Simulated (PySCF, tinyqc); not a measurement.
Coupled-perturbed Hartree-Fock on RHF in the sto-3g basis, for H4, spin multiplicity 1, step by step. The lowest restricted solution is unstable here: a spin-polarised one lies 0.0177 hartree lower (PySCF). One step of it, computed by the program tinyqc.

Problem. Response to a field: uncoupled start. Field along z; U_ai = -mu_ai / (e_a - e_i), alpha = -4 sum U_ai mu_ai.

orbital energies (hartree): [-0.472900, -0.364393, 0.224643, 0.453840]

dipole integrals <a|z|i> (bohr), order a3, a4:
```
[[0.001255, -1.907694],
 [-0.589962, 0.000888]]
```

Give: uncoupled U; uncoupled polarisability.

Solution.

uncoupled U, order a3, a4:
```
[[-0.0018, 3.2387],
 [0.6366, -0.0011]]
```

uncoupled polarisability = 26.2159 bohr^3
